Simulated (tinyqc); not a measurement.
## Disorder from G

Problem. In a one-dimensional band with self-consistent Born disorder, 1/G^2 = (z - D G)^2 - 4 t^2, z = E + i eta, where z - D G has a positive imaginary part. Find D and Sigma = D G.

Values chosen for this exercise: hopping t = 0.7 eV; bare broadening eta = 0.007 eV; energy from the band centre E = -0.802 eV.

G = -0.13161643-0.76935897i 1/eV

Solution. z - D G is the root of 1/G^2 + 4 t^2 with positive imaginary part; then D = (z - root)/G.

D = 0.4700 eV^2
Sigma = -0.0619-0.3616i eV

Computed by the program tinyqc: `OMP_NUM_THREADS=1 python tinyqc.py 2720031 2720032 out.jsonl`, one thread of a shared Intel Xeon 2.30GHz, about 0.01 s for the whole run.
